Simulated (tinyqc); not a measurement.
# Worked calculation: metal gate on a two-layer dielectric stack with fixed charge and a dipole

Program tinyqc, `OMP_NUM_THREADS=1 python tinyqc.py 2010087 2010088 out.jsonl`; Intel Xeon 2.30GHz, shared host, one thread, about 0.01 s. Printed values are rounded.

Gate, layer 2, layer 1, p-type semiconductor; x runs from the gate inwards. Charges are counted in units of +q. psi is the band bending at the surface, positive towards inversion. Classical charge, Boltzmann statistics, no interface traps.

Inputs (values chosen for the exercise); band and dielectric values close to those of silicon, layer 1 close to silicon dioxide, layer 2 close to hafnium oxide: temperature T = 350 K; band gap Eg = 1.12 eV; relative permittivity eps_r = 11.8; conduction-band density of states at T Nc = 3.53e19 cm^-3; valence-band density of states at T Nv = 3.38e19 cm^-3; electron affinity chi = 4 eV; acceptor density Na = 5e17 cm^-3; work function of the gate metal pM = 4.51 eV; thickness of layer 1, next to the semiconductor t1 = 1.2 nm; relative permittivity of layer 1 e1 = 3.82; thickness of layer 2, next to the gate t2 = 5 nm; relative permittivity of layer 2 e2 = 21.9; fixed charge at the semiconductor interface Q1 = 1.3e12 cm^-2; fixed charge between the layers Q2 = 1.8e12 cm^-2; uniform charge density in layer 1 r1 = 0 cm^-3; uniform charge density in layer 2 r2 = 0 cm^-3; flat-band shift by a dipole layer between the layers Vd = 0 V; band bending psi of the working point ps = 0.725 V.

Constants: q = 1.602176634e-19 C, kB = 1.380649e-23 J/K, Vt = kB T/q, eps0 = 8.8541878128e-14 F/cm where lengths are in cm. Results are converted to the units shown.

## Equivalent thickness and work-function difference

EOT = 3.9 (t1/e1 + t2/e2), Cox = eps0/(t1/e1 + t2/e2); phi_ms = pM - (chi + Eg - Vt ln(Nv/Na)).

EOT = 2.11554 nm
Cox = 1.63227 uF/cm^2
share of layer 1 in the EOT = 57.9110 %
phi_ms = -0.482915 V

## Flat-band voltage, term by term

EOT = 3.9 (t1/e1 + t2/e2), Cox = eps0/(t1/e1 + t2/e2); phi_ms = pM - (chi + Eg - Vt ln(Nv/Na)). Vfb = phi_ms + Vd - (q/eps0) [Q1 (t1/e1 + t2/e2) + Q2 t2/e2 + r1 (t1^2/(2 e1) + t1 t2/e2) + r2 t2^2/(2 e2)]: each charge counts with its electrical distance from the gate.

terms (V): phi_ms -0.482915, dipole 0.000000, Q1 -0.127603, Q2 -0.074364, r1 0.000000, r2 0.000000
Vfb = -0.684882 V

Apart from phi_ms the largest term is that of Q1, -128 mV; all charges and the dipole together move Vfb by -202 mV.

## Threshold voltage

ni = sqrt(Nc Nv) exp(-Eg/(2 Vt)), Eg in volts, pB = Vt ln(Na/ni), Vth = Vfb + 2 pB + sqrt(4 q eps0 eps_r Na pB)/Cox.

ni = 2.98333e11 cm^-3
pB = 0.432260 V
depletion charge = 0.380415 uC/cm^2
Vth = 0.412698 V

## Charge in the semiconductor

ni = sqrt(Nc Nv) exp(-Eg/(2 Vt)), Eg in volts. Qs = -sign(psi) sqrt(2 q eps0 eps_r Na Vt [exp(-u) + u - 1 + (ni/Na)^2 (exp(u) - u - 1)]), u = psi/Vt.

Qs = -0.341118 uC/cm^2

The surface is depleted or weakly inverted.

## Fields and voltage drops

Gauss: D = -Qs just inside the semiconductor; going towards the gate subtract q Q1, then q r1 t1, q Q2 and q r2 t2. Field = D/(eps0 e); the drop over a layer is its mean field times its thickness; Vg = phi_ms + Vd + psi + both drops.

```
place                        D (uC/cm^2)  field (MV/cm)
layer 2, gate side             -0.155556      -0.080222
layer 2, inner side            -0.155556      -0.080222
layer 1, outer side             0.132835       0.392737
layer 1, semiconductor side     0.132835       0.392737
semiconductor surface           0.341118       0.326493
```

drop over layer 2 = -0.0401111 V
drop over layer 1 = 0.0471284 V
Vg = 0.249102 V

The same Vg follows from Vfb + psi - Qs/Cox. The largest field, 0.393 MV/cm in size, is at: layer 1, outer side.
